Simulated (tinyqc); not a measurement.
Inside a calculation. Method: coupled-perturbed Hartree-Fock on RHF in the 6-31g basis, for H2, spin multiplicity 1. Computed by tinyqc, a small Python program that keeps every step (integrals from PySCF). Settings: charge = 0, multiplicity = 1, basis = 6-31g, method = RHF, energy threshold = 1e-10, iteration cap = 61, orthogonalisation = canonical, start = atomic densities, DIIS depth = 6. Command: `OMP_NUM_THREADS=1 python tinyqc.py 20664 20665 out.jsonl` (the two numbers bound the seeds that draw the settings). One thread of a shared host (Intel(R) Xeon(R) Processor @ 2.60GHz), about 0.2 s of CPU time with the checks. The early iterations of the SCF are left out here.

## One-electron integrals

Geometry (angstrom):
```
atom        x        y        z
H     0.00000  0.00000  0.00000
H     0.00000  0.00000  0.83800
```

Basis 6-31g: exponents (1/bohr^2) and contraction coefficients of normalised primitives:
```
element  l (shell)  exponent  coefficient
H            s (1)  18.73114      0.03349
H            s (1)   2.82539      0.23473
H            s (1)   0.64012      0.81376
H            s (2)   0.16128      1.00000
```

Overlap, kinetic and nuclear-attraction integrals over the contracted functions; the nuclear repulsion is the sum of Za Zb / Rab.

nuclear repulsion = 0.6314764 hartree

overlap S:
```
         1H 1s    1H 2s    2H 1s    2H 2s
1H 1s  1.00000  0.65829  0.37141  0.47343
1H 2s  0.65829  1.00000  0.47343  0.81691
2H 1s  0.37141  0.47343  1.00000  0.65829
2H 2s  0.47343  0.81691  0.65829  1.00000
```

kinetic energy T (hartree):
```
         1H 1s    1H 2s    2H 1s    2H 2s
1H 1s  1.39568  0.25974  0.13678  0.14548
1H 2s  0.25974  0.24192  0.14548  0.17098
2H 1s  0.13678  0.14548  1.39568  0.25974
2H 2s  0.14548  0.17098  0.25974  0.24192
```

nuclear attraction V (hartree):
```
          1H 1s     1H 2s     2H 1s     2H 2s
1H 1s  -2.27999  -1.14141  -0.80296  -0.85032
1H 2s  -1.14141  -1.14388  -0.85032  -0.98054
2H 1s  -0.80296  -0.85032  -2.27999  -1.14141
2H 2s  -0.85032  -0.98054  -1.14141  -1.14388
```

core Hamiltonian H = T + V (hartree):
```
          1H 1s     1H 2s     2H 1s     2H 2s
1H 1s  -0.88431  -0.88167  -0.66619  -0.70483
1H 2s  -0.88167  -0.90197  -0.70483  -0.80956
2H 1s  -0.66619  -0.70483  -0.88431  -0.88167
2H 2s  -0.70483  -0.80956  -0.88167  -0.90197
```

## Two-electron integrals

Functions are numbered as in S; the eight-fold symmetry (ij|kl) = (ji|kl) = (kl|ij) leaves the list below.

Two-electron integrals (ij|kl) in chemists' order, unique and non-zero (hartree):
```
(11|11) 1.07657   (21|11) 0.57847   (21|21) 0.32942   (22|11) 0.58740
(22|21) 0.36130   (22|22) 0.45315   (31|11) 0.32097   (31|21) 0.18425
(31|22) 0.20360   (31|31) 0.13131   (32|11) 0.30434   (32|21) 0.18635
(32|22) 0.22882   (32|31) 0.14035   (32|32) 0.16934   (33|11) 0.60316
(33|21) 0.37785   (33|22) 0.47734   (33|31) 0.32097   (33|32) 0.40821
(33|33) 1.07657   (41|11) 0.40821   (41|21) 0.23349   (41|22) 0.25786
(41|31) 0.14035   (41|32) 0.14531   (41|33) 0.30434   (41|41) 0.16934
(42|11) 0.45392   (42|21) 0.28113   (42|22) 0.35808   (42|31) 0.17537
(42|32) 0.20778   (42|33) 0.45392   (42|41) 0.20778   (42|42) 0.30241
(43|11) 0.37785   (43|21) 0.23589   (43|22) 0.30077   (43|31) 0.18425
(43|32) 0.23349   (43|33) 0.57847   (43|41) 0.18635   (43|42) 0.28113
(43|43) 0.32942   (44|11) 0.47734   (44|21) 0.30077   (44|22) 0.39881
(44|31) 0.20360   (44|32) 0.25786   (44|33) 0.58740   (44|41) 0.22882
(44|42) 0.35808   (44|43) 0.36130   (44|44) 0.45315
```

## Orthogonalisation

S = U s U^T; canonical form X = U s^(-1/2), so that X^T S X = 1. Each column of U has its largest component positive (the first on a tie).

eigenvalues of S: 0.11637  0.44072  0.69531  2.74760

X:
```
              1         2         3        4
1H 1s  -0.70366   0.82268   0.79765  0.27096
1H 2s   1.94974  -0.67654   0.28787  0.32948
2H 1s   0.70366   0.82268  -0.79765  0.27096
2H 2s  -1.94974  -0.67654  -0.28787  0.32948
```

## Iteration 5 (converged): orbitals

converged F (hartree):
```
          1H 1s     1H 2s     2H 1s     2H 2s
1H 1s   0.01980  -0.47513  -0.50398  -0.47740
1H 2s  -0.47513  -0.33138  -0.47740  -0.37365
2H 1s  -0.50398  -0.47740   0.01980  -0.47513
2H 2s  -0.47740  -0.37365  -0.47513  -0.33138
```

Diagonalise F' = X^T F X, C = X C', fill 1 alpha and 1 beta electrons from the bottom; D = 2 C_occ C_occ^T. Each column has its largest component positive (the first on a tie).

F' = X^T F X (hartree):
```
          1         2         3         4
1   0.82765   0.00000  -0.53437   0.00000
2   0.00000   0.81980   0.00000  -0.06871
3  -0.53437   0.00000   0.67559   0.00000
4   0.00000  -0.06871   0.00000  -0.56432
```

orbital energies (hartree): MO1 -0.56772, MO2 0.21186, MO3 0.82320, MO4 1.29138

coefficients C:
```
           MO1       MO2       MO3       MO4
1H 1s  0.31131   0.14125   0.80827  -1.05424
1H 2s  0.29562   1.49530  -0.69200   1.28390
2H 1s  0.31131  -0.14125   0.80827   1.05424
2H 2s  0.29562  -1.49530  -0.69200  -1.28390
```

D after iteration 5:
```
         1H 1s    1H 2s    2H 1s    2H 2s
1H 1s  0.19383  0.18406  0.19383  0.18406
1H 2s  0.18406  0.17478  0.18406  0.17478
2H 1s  0.19383  0.18406  0.19383  0.18406
2H 2s  0.18406  0.17478  0.18406  0.17478
```

## Convergence

Stop when the energy changes by less than 1e-10 hartree and every element of the error matrix X^T (F D S - S D F) X is below 3e-06.

Course of the cycle:
```
iteration  E (hartree)     change  largest element of the error matrix
1           -0.7894479          -                             1.50e-01
2           -1.1194456  -3.30e-01                             3.47e-02
3           -1.1199447  -4.99e-04                             4.68e-03
4           -1.1199540  -9.28e-06                             2.57e-06
5           -1.1199540  -2.30e-12                             1.09e-06
```

PySCF RHF in the same basis = -1.1199540 hartree

Converged in 5 iterations.

## Integrals over molecular orbitals

(pq|rs) = sum C_ip C_jq C_kr C_ls (ij|kl), one index at a time.

one-electron integrals over orbitals h = C^T H C (hartree):
```
          1         2         3        4
1  -1.18371   0.00000  -0.15463  0.00000
2   0.00000  -0.57133   0.00000  0.20355
3  -0.15463   0.00000  -0.11558  0.00000
4   0.00000   0.20355   0.00000  0.16793
```

Two-electron integrals over orbitals (pq|rs), unique and non-zero (hartree):
```
(11|11) 0.61598    (21|21) 0.09056    (22|11) 0.43687    (22|22) 0.39113
(31|11) 0.15463    (31|22) 0.05701    (31|31) 0.10398    (32|21) -0.01001
(32|32) 0.03447    (33|11) 0.52138    (33|22) 0.38836    (33|31) 0.11980
(33|33) 0.46666    (41|21) -0.08082   (41|32) -0.03234   (41|41) 0.12731
(42|11) -0.14219   (42|22) -0.06129   (42|31) -0.07727   (42|33) -0.10631
(42|42) 0.07381    (43|21) -0.09712   (43|32) -0.01362   (43|41) 0.12544
(43|43) 0.14495    (44|11) 0.62538    (44|22) 0.44549    (44|31) 0.19028
(44|33) 0.54478    (44|42) -0.16745   (44|44) 0.69722
```

## Response to a field: uncoupled start

dipole integrals <a|z|i> (bohr):
```
          i1
a2  -1.09855
a3   0.00000
a4   0.16248
```

Field along z; U_ai = -mu_ai / (e_a - e_i), alpha = -4 sum U_ai mu_ai.

uncoupled U:
```
          i1
a2   1.40915
a3   0.00000
a4  -0.08740
```

uncoupled polarisability = 6.24890 bohr^3

## Coupled step 1

U_ai = -(mu_ai + sum_bj [4 (ai|bj) - (ab|ij) - (aj|bi)] U_bj) / (e_a - e_i); alpha = -4 sum U_ai mu_ai.

U after step 1:
```
          i1
a2   1.69653
a3   0.00000
a4  -0.02284
```

polarisability = 7.46976 bohr^3

## Coupled step 2

As before.

U after step 2:
```
         i1
a2  1.76573
a3  0.00000
a4  0.00112
```

polarisability = 7.75829 bohr^3

## Coupled polarisability

Repeat until U stops changing; compare with -d2E/dF2.

Course of the coupled iterations:
```
step  alpha (bohr^3)
0            6.24890
1            7.46976
2            7.75829
3            7.83180
4            7.85100
5            7.85606
6            7.85739
7            7.85774
8            7.85783
9            7.85786
10           7.85787
11           7.85787
12           7.85787
13           7.85787
14           7.85787
```

coupled polarisability = 7.85787 bohr^3

finite-field check, fields of +/-0.001 au = 7.85785 bohr^3
